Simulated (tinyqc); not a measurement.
Worked calculation: global model of a low-pressure process discharge: electron temperature, density, ion flux and ion energy. Computed by tinyqc, a small Python program that keeps every step. Command: `OMP_NUM_THREADS=1 python tinyqc.py 3113269 3113270 out.jsonl plasma walk`. One thread of a shared host (Intel(R) Xeon(R) Processor @ 2.30GHz), about 0.01 s of CPU time with the checks. Intermediate numbers are printed to about 6 digits and carried at full precision; extremes and crossings named in words are read from the listed rows.

Maxwellian electrons with temperature T_e in eV, one positive ion, no negative ions, uniform bulk density n; rate constants have the Arrhenius form.

Inputs (values chosen for the exercise, of the order of those of an inductive discharge in a simple atomic gas): ion mass M = 35.5 u; ionisation prefactor K0 = 2e-14 m^3/s; ionisation energy E_iz = 14.2 eV; excitation prefactor X0 = 1e-14 m^3/s; excitation energy E_ex = 11.3 eV; elastic rate constant K_el = 6.3e-14 m^3/s; ion-neutral cross section = 7.3e-19 m^2; pressure p = 0.74 Pa; gas temperature T_g = 500 K; radius R = 17 cm; height L = 19 cm; absorbed power P = 240 W; bias power P_b = 42 W; radius of the biased electrode = 15 cm; bias frequency = 13.56 MHz; mixing = 0.2.

Constants: k_B = 1.380649e-23 J/K; e = 1.602176634e-19 C; u = 1.6605390666e-27 kg; m_0 = 9.1093837015e-31 kg; eps_0 = 8.8541878128e-12 F/m.

## Geometry factors

n_g = p/(k_B T_g); lambda_i = 1/(n_g sigma); h_L = 0.86/sqrt(3 + L/(2 lambda_i)), h_R = 0.8/sqrt(4 + R/lambda_i); A_eff = 2 pi R^2 h_L + 2 pi R L h_R; d_eff = pi R^2 L/A_eff.

gas density n_g = 1.07196e+20 1/m^3

ion mean free path = 1.27791 cm

h_L = 0.266239

h_R = 0.192322

A_eff = 873.760 cm^2

d_eff = 19.7428 cm

## A fixed-point cycle for T_e

Particle balance: K0 exp(-E_iz/T_e) n_g d_eff = u_B, u_B = sqrt(e T_e/M). Cycle: T_out = T sqrt(loss/creation) with loss/creation = u_B/(K0 exp(-E_iz/T) n_g d_eff); T -> T + mixing (T_out - T), kept between 0.3 and 60 eV, from 3 eV; stop at |T_out - T| < 1e-9 eV or after 60 steps.

Course:
```
step   T (eV)  T_out (eV)  residual (eV)
0     3.00000     2.62713   -3.72872e-01
1     2.92543     2.70407   -2.21360e-01
2     2.88115     2.75382   -1.27336e-01
3     2.85569     2.78394   -7.17475e-02
4     2.84134     2.80142   -3.99177e-02
5     2.83335     2.81131   -2.20452e-02
6     2.82894     2.81682   -1.21239e-02
...       ...         ...            ...
28    2.82358     2.82358   -2.10735e-08
29    2.82358     2.82358   -1.15292e-08
30    2.82358     2.82358   -6.30751e-09
31    2.82358     2.82358   -3.45079e-09
32    2.82358     2.82358   -1.88790e-09
33    2.82358     2.82358   -1.03286e-09
34    2.82358     2.82358   -5.65066e-10
```

last residual = 5.65066e-10 eV

Converged in 35 steps.

## Electron temperature

Root found by bracketing.

T_e = 2.82358 eV

Bohm velocity u_B = 2770.23 m/s

K_iz = 1.30897e-16 m^3/s

## Energy per pair and density

E_c = E_iz + (X0 exp(-E_ex/T_e) E_ex + K_el (3 m_0/M) T_e)/K_iz; wall potential V_s = (T_e/2) ln(M/(2 pi m_0)); E_T = E_c + 2 T_e + T_e/2 + V_s; n = P/(e u_B A_eff E_T); ion current density J = e h_L n u_B; ionised share n/n_g.

collisional loss per pair E_c = 30.0426 eV

wall potential V_s = 13.0447 V

E_T = 50.1463 eV

plasma density n = 1.23411e+11 1/cm^3

ion current density J = 1.45832 mA/cm^2

ionised share = 0.00115126

Collisions take 60 % of the power and the walls the rest. T_e came from the particle balance alone; the power sets only n.

## Biased electrode

All bias power goes to ions: V_b = P_b/(J pi r^2). Debye length at the sheath edge lambda_D = sqrt(eps_0 T_e/(e h_L n)); Child-law sheath s = (sqrt2/3) lambda_D (2 V/T_e)^(3/4), V = V_b + V_s; ion transit time tau_i = 3 s sqrt(M/(2 e V)); collisions in the sheath s/lambda_i.

bias voltage V_b = 40.7441 V

lambda_D = 68.9138 micrometre

sheath width s = 0.498186 mm

ion transit time = 87.4048 ns

transit time over bias period = 1.18521

s/lambda_i = 0.0389845

The sheath is nearly free of collisions.

## Pressure series at fixed power

n_g = p/(k_B T_g), lambda_i = 1/(n_g sigma), K_iz = K0 exp(-E_iz/T_e), h_L = 0.86/sqrt(3 + L/(2 lambda_i)), h_R = 0.8/sqrt(4 + R/lambda_i), A_eff = 2 pi R^2 h_L + 2 pi R L h_R and d_eff = pi R^2 L/A_eff follow p. E_c = E_iz + (X0 exp(-E_ex/T_e) E_ex + K_el (3 m_0/M) T_e)/K_iz; E_T = E_c + (5/2) T_e + (T_e/2) ln(M/(2 pi m_0)); n = P/(e u_B A_eff E_T); J = e h_L n u_B. Pressures without a root below 2 E_iz are left out.

Against pressure:
```
p (Pa)  T_e (eV)  E_c (eV)  E_T (eV)   n (1/cm^3)  J (mA/cm^2)
0.1      6.84230   22.8401   71.5567  3.33714e+10      0.99088
0.2      4.59535   24.8346   57.5531  5.72307e+10      1.24517
0.5      3.19984   28.2240   51.0066  9.94037e+10      1.42601
1.0      2.58692   31.6256   50.0443  1.44971e+11      1.46642
2.0      2.16362   36.0089   51.4137  2.06500e+11      1.43584
5.0      1.77496   43.9205   56.5581  3.15997e+11      1.31077
10.0     1.56198   52.3962   63.5173  4.18816e+11      1.16896
20.0     1.39477   64.7647   74.6953  5.29541e+11      0.99482
```

T_e falls from 6.84 to 1.39 eV, n changes by a factor 15.9 and J by 1.00; in J = P h_L/(A_eff E_T), E_T changes by a factor 1.04 and is least at 1 Pa, between wall losses at high T_e and excitation losses at low T_e.

Checks made by the program: cycle against bracketing (relative difference 1e-10).
